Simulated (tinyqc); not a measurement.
Classical Heisenberg spin chain: exact results, Metropolis, heat-bath and over-relaxation steps, and a Monte Carlo run: one step, computed by the program tinyqc. Command: `OMP_NUM_THREADS=1 python tinyqc.py 3130281 3130282 out.jsonl heismc walk`. One thread of a shared host (Intel(R) Xeon(R) Processor @ 2.30GHz), about 0.3 s of CPU time with the checks.

E = -J sum_i s_i . s_(i+1) for unit vectors s_i on an open chain; K = J/(k_B T).

Question. Four single-spin steps. The given spins are first normalised. Spins 2 and 3 are updated in turn, with h = K (sum of the two neighbours). Heat bath: cos(theta) = 1 + ln(1 - r1 (1 - exp(-2 |h|)))/|h| about n = h/|h|, azimuth 2 pi r2 = phi in the frame a = n x z/|n x z|, b = n x a: s = n cos(theta) + sin(theta)(a cos(phi) + b sin(phi)); r1, r2 are the first two numbers of the row. Steps 2 and 4 are reflections, s -> 2 (s . h) h/|h|^2 - s, which keep the energy and use no random number.

Inputs (values chosen for the exercise, for a model chain of large moments): temperature T = 107 K.

Update: heat bath with over-relaxation.

four neighbouring spins (rows; components x, y, z):
```
[[0.7694, 0.4988, -0.3990],
 [-0.9647, 0.1292, -0.2293],
 [-0.2336, 0.8614, -0.4510],
 [0.8125, 0.0082, -0.5829]]
```

random numbers, one row a step:
```
[[0.3882, 0.1972, 0.5990],
 [0.1672, 0.4968, 0.3095],
 [0.8942, 0.7858, 0.3942],
 [0.1758, 0.5404, 0.7490]]
```

K = 4.229684

Give: the table «Steps» with the columns |h|, h . s before, h . s after, move, x, y, z.

Answer.

Steps:
```
spin     |h|  h . s before  h . s after        move        x         y         z
2     7.1528       -0.6186       6.6614   heat bath  0.34201   0.54456  -0.76582
3     7.8648        3.4461       3.4461  reflection  0.77771  -0.60090  -0.18463
2     7.0073        3.8934       4.7611   heat bath  0.87516  -0.22176   0.43003
3     7.2242        6.2137       6.2137  reflection  0.92207   0.38581   0.03065
```
